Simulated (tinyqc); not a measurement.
# One electron in a tunnel-coupled double dot: charge qubit, sensing and quantum capacitance: effects of single changes

Basis (left, right), H = [[ep/2, tc], [tc, -ep/2]], splitting Om = sqrt(ep^2 + 4 tc^2), ep = al times the gate voltage. In equilibrium the electron is on the right with the chance P_R = [1 + (ep/Om) tanh(Om/2 kB T)]/2.

Inputs (values chosen for the exercise): tunnel coupling tc = 17 ueV; electron temperature T = 0.21 K; lever arm of the gate on the detuning al = 0.55 eV/V; resonator frequency f0 = 668 MHz; deviation of quasi-static detuning noise se = 4.4 ueV.

Constants: q = 1.602176634e-19 C, kB = 1.380649e-23 J/K, hbar = 1.054571817e-34 J s, h = 6.62607015e-34 J s, Vt = kB T/q. Results are converted to the units shown.

Each table varies one quantity; the others keep the values above.

## Line shape against detuning

q^2 al^2 dP_R/d(ep) splits into Cq = q^2 al^2 (2 tc^2/Om^3) tanh(Om/2 kB T) and Ct = q^2 al^2 (ep/Om)^2/(4 kB T cosh^2(Om/2 kB T)); Ct appears only if relaxation is faster than the drive. A resonator of frequency f0, capacitance Cp and quality factor Q shifts by df = -f0 Cq/(2 Cp) and its phase by -2 Q Cq/Cp. A Ct of 0 means below 1e-6 aF.

Line shape against detuning:
```
ep (ueV),Om (ueV),P_R,Cq (aF),Ct (aF)
0,34.00,0.5000,523.8,0
12.7,36.29,0.6335,446.9,34.28
25.3,42.38,0.7461,303.5,76.37
38,50.99,0.8306,187.5,79.13
50.7,61.04,0.8877,115.0,59.19
63.3,71.85,0.9242,72.72,37.77
76,83.26,0.9473,47.57,21.97
88.7,94.99,0.9620,32.34,12.13
101.3,106.9,0.9714,22.84,6.527
114,119.0,0.9778,16.59,3.425
126.7,131.2,0.9822,12.39,1.773
```

What does the comparison show?

Cq falls from 524 to 12.4 aF, and Ct goes from 0 through a maximum of 79.1 (at ep = 38 ueV among the rows listed) to 1.77 aF. Among the rows listed Ct reaches at most 15.1 % of the peak of Cq, with tc/kB T = 0.94: heat populates the upper level, lowers Cq and adds side lobes.

## Peak signal against tunnel coupling

At ep = 0: q^2 al^2 dP_R/d(ep) splits into Cq = q^2 al^2 (2 tc^2/Om^3) tanh(Om/2 kB T) and Ct = q^2 al^2 (ep/Om)^2/(4 kB T cosh^2(Om/2 kB T)); Ct appears only if relaxation is faster than the drive. The slope dP_R/d(ep) there is tanh(tc/kB T)/(4 tc).

Peak signal against tunnel coupling:
```
tc (ueV),tc/kB T,Cq (aF),slope (1/ueV),2 tc/h (GHz)
2.5,0.1381,665.3,0.01373,1.209
4.6,0.2542,655.5,0.01352,2.225
8.4,0.4642,625.3,0.01290,4.062
15,0.8289,549.2,0.01133,7.254
28,1.547,395.2,0.008155,13.54
51,2.818,235.9,0.004867,24.66
93,5.139,130.3,0.002688,44.97
170,9.394,71.27,0.001471,82.21
310,17.13,39.09,8.065e-4,149.9
```

The peak Cq falls from 665 to 39.1 aF: it levels off at q^2 al^2/(4 kB T) = 670 aF for weak coupling and goes as tc^(-1.00) between the last two rows. Below tc of about kB T the slope measures temperature rather than coupling. For tc = 2.5 2 tc/h is less than three times the drive frequency f0, so the electron cannot follow adiabatically.

## Coherence against detuning

Noise in ep shifts Om by (ep/Om) d + (2 tc^2/Om^3) d^2. For Gaussian d of deviation se the spread of Om is sqrt[(ep se/Om)^2 + 2 (2 tc^2 se^2/Om^3)^2], and T2* is estimated as sqrt(2) hbar/spread; Om T2*/h counts the oscillations within T2*.

Result of one run:
```
ep (ueV),Om (ueV),T2* (ns),oscillations within T2*
1.7,34.042,2.0352,16.753
```

What becomes of these results when the detuning ep is changed from 1.7 to 100 ueV, all else the same?

Result of the changed run:
```
ep (ueV),Om (ueV),T2* (ns),oscillations within T2*
100,105.62,0.22345,5.7067
```

The whole series:
```
ep (ueV),Om (ueV),T2* (ns),oscillations within T2*
0,34.000,2.3119,19.007
0.85,34.011,2.2322,18.357
1.7,34.042,2.0352,16.753
3.4,34.170,1.5756,13.018
6.8,34.673,0.98740,8.2784
14,36.770,0.54587,4.8532
26,42.802,0.34728,3.5942
51,61.294,0.25422,3.7677
100,105.62,0.22345,5.7067
```

T2* falls from 2.31 to 0.223 ns, towards sqrt(2) hbar/se = 0.212 ns far from the anticrossing; the first row is 10.3 times the last. First and second order are equal near ep = sqrt(2) se/2 = 3.11 ueV.

Numbers from tinyqc (`OMP_NUM_THREADS=1 python tinyqc.py 2470030 2470031 out.jsonl`; about 0.01 s on one thread of a shared Intel Xeon 2.30GHz).
